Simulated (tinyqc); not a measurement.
What moves the exposure: standing waves and exposure in a photoresist film.

Normal incidence from air. Unexposed resist: N1 = n1 + i k1 with k1 = (A + B) lam/(4 pi), lam in micrometres. r01 = (1 - N1)/(1 + N1), t01 = 2/(1 + N1). Below the resist lie the layer Na = na + i ka and the substrate Ns = ns + i ks: r12 = (r1a + ras x)/(1 + r1a ras x), x = exp(4 pi i Na da/lam), r1a = (N1 - Na)/(N1 + Na), ras = (Na - Ns)/(Na + Ns). With p = exp(2 pi i N1 d/lam), the field at depth z is E(z) = t01 [exp(2 pi i N1 z/lam) + r12 p^2 exp(-2 pi i N1 z/lam)]/(1 + r01 r12 p^2), the relative intensity I(z) = n1 |E(z)|^2 and the reflectance R = |(r01 + r12 p^2)/(1 + r01 r12 p^2)|^2.

Values chosen for the exercise (a resist on W, indices near tabulated ones; shifted at random, so the results belong to these values and not to a real crystal): lam = 193 nm (vacuum wavelength); n1 = 1.718 (resist index); A = 0.08 1/micrometre (bleachable absorption (Dill A)); B = 0.71 1/micrometre (fixed absorption (Dill B)); d = 209 nm (resist thickness); ns = 1.279 (substrate n); ks = 2.977 (substrate k); na = 1.804 (n of the bottom antireflection layer); ka = 0.338 (its k); da = 56 nm (its thickness).

The mean of I is over 800 depths.

Results for these values:
```
case  |r12|^2       R  mean I  I at the bottom
base   0.0740  0.2047  0.8454           0.6306
```

What happens to each result for da = 66 nm, all else kept?

Answer: |r12|^2 falls from 0.0740 to 0.0389; R falls from 0.2047 to 0.1696; mean I falls from 0.8454 to 0.8228; I at the bottom rises from 0.6306 to 0.8580.

The same for each parameter in turn:
```
case                   |r12|^2       R  mean I  I at the bottom
base                    0.0740  0.2047  0.8454           0.6306
d = 219 nm              0.0740  0.2027  0.8282           0.6289
n1 = 1.735              0.0732  0.2162  0.8288           0.6283
B = 0.91 1/micrometre   0.0735  0.1971  0.8292           0.6072
ks = 2.679              0.0678  0.1995  0.8416           0.6494
da = 66 nm              0.0389  0.1696  0.8228           0.8580
ka = 0.439              0.0571  0.1850  0.8413           0.6457
```

Program tinyqc; command `OMP_NUM_THREADS=1 python tinyqc.py 1650716 1650717 out.jsonl`; about 0.01 s on one thread of a shared Intel(R) Xeon(R) Processor @ 2.30GHz.
